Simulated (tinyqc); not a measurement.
# MOSFET in saturation, small-signal circuit and noise, step by step

Computed by the program tinyqc: `OMP_NUM_THREADS=1 python tinyqc.py 2150108 2150109 out.jsonl`, one thread of a shared Intel Xeon 2.30GHz, about 0.01 s for the whole run. Printed values are rounded.

Bias by the inversion coefficient IC = I/Ispec (charge-based model with velocity saturation; weak inversion below 0.1, strong above 10). Common-source circuit: gm, gds, Cgs, Cgd and Cj at the inner nodes, Rg in series with the gate; quasi-static, no source or drain resistance, no gate-body capacitance, no substrate network, no induced gate noise, so fmax is an upper estimate.

Parameters, values chosen for the exercise: temperature T = 350 K; gate length L = 350 nm; total gate width W = 40 um; gate capacitance Cox = 1.62 uF/cm^2; mobility mu = 440 cm^2/(V s); slope factor n = 1.16; velocity-saturation length Ls = 25 nm; ratio gds/gm sg = 0.006; overlap and fringe capacitance per side Cov = 0.41 fF/um; drain junction capacitance Cj = 0.44 fF/um; sheet resistance of the gate Rsh = 5 ohm; finger width Wf = 0.5 um; gate contact and vertical resistance Rc = 300 ohm um; inversion coefficient IC = 6.1; short-channel excess of the noise factor gw = 0.08; oxide trap density Nt = 1.1e17 cm^-3 eV^-1; tunnelling length into the oxide lt = 0.1 nm; Coulomb scattering coefficient ac = 3000 V s/C; signal frequency f = 2 GHz.

Constants: q = 1.602176634e-19 C, kB = 1.380649e-23 J/K, Vt = kB T/q. Results are converted to the units shown.

Range of the model: fmax exceeds 4 fT, where channel resistance and substrate losses, left out here, would cap it.

## Current, transconductance and gain

Ispec = 2 n mu Cox (W/L) Vt^2, lc = Ls/L, gms = [sqrt((lc IC + 1)^2 + 4 IC) - 1]/[2 + lc (lc IC + 1)], gm = gms Ispec/(n Vt), gds = sg gm.

Ispec = 171.921 uA
I = 1048.72 uA
gms = 1.97096
gm = 9.68522 mS
gds = 0.0581113 mS
gm/I = 9.23528 1/V

gm/I is 32.3 % of its weak-inversion limit 1/(n Vt); without velocity saturation (lc = 0) gms would be 2.02.

## Capacitances, gate resistance and cut-off frequencies

qs = [sqrt(1 + 4 IC) - 1]/2, Cgs = Cox W L qs (2 qs + 3)/(3 (qs + 1)^2) + Cov W, Cgd = Cov W, Cd = Cj W, Rg = Rsh (Wf/L)/(12 Nf) + Rc/W with Nf = W/Wf fingers (not rounded) contacted at both ends. fT = gm/(2 pi (Cgs + Cgd)), fmax = fT/(2 sqrt(Rg (gds + 2 pi fT Cgd))).

Cgs = 134.277 fF
Cgd = 16.4 fF
Cd = 17.6 fF
Rg = 7.50744 ohm
fT = 10.2302 GHz
fmax = 55.9760 GHz

Overlap and fringe make up 21.8 % of the gate capacitance; fmax is 5.47 times fT.

## Admittance matrix

Inner admittances at w = 2 pi f: y11 = i w (Cgs + Cgd), y12 = -i w Cgd, y21 = gm - i w Cgd, y22 = gds + i w (Cgd + Cd). Invert to Z, add Rg to Z11 and invert back to Y.

inner y (mS):
```
                  1                 2
1  0.00000+1.89346i  0.00000-0.20609i
2  9.68522-0.20609i  0.05811+0.42726i
```

Y with Rg (mS):
```
                  1                  2
1  0.02691+1.89308i  -0.00293-0.20605i
2  9.68033-0.34369i   0.05864+0.44223i
```

## Current gain and unilateral power gain

|h21| = |Y21/Y11|; U = |Y21 - Y12|^2/(4 [Re Y11 Re Y22 - Re Y12 Re Y21]). Extrapolated at 20 dB a decade: f |h21| and f sqrt(U).

|h21| = 5.11625
U = 783.328
f |h21| = 10.2325 GHz
f sqrt(U) = 55.9760 GHz

f |h21| is 0.023 % above the formula for fT, and f sqrt(U) within 0.01 % of that for fmax.

## Noise at the gate

Channel noise Sid = 4 kB T gam n gm with gam = (1/2 + (2/3) qs)/(1 + qs) + gw lc IC, qs = [sqrt(1 + 4 IC) - 1]/2, lc = Ls/L (the last term an empirical rise with velocity saturation); at the gate, white noise Sw = Sid/gm^2 + 4 kB T Rg. Number fluctuation with correlated mobility: S(f) = K/f, K = q^2 Vt lt Nt/(W L Cox^2) (1 + ac mu Cox I/gm)^2, Vt in eV with Nt per eV. Corner fc = K/Sw. Full shot noise would be 2 q I.

gam = 0.646335
Sid = 1.40358e-22 A^2/Hz
Sid/(2 q I) = 0.417673
sqrt(Sw) = 1.28117 nV/Hz^0.5
K = 3.51559e-12 V^2
fc = 2.14181 MHz

The gate resistance gives 8.8 % of the white noise power.
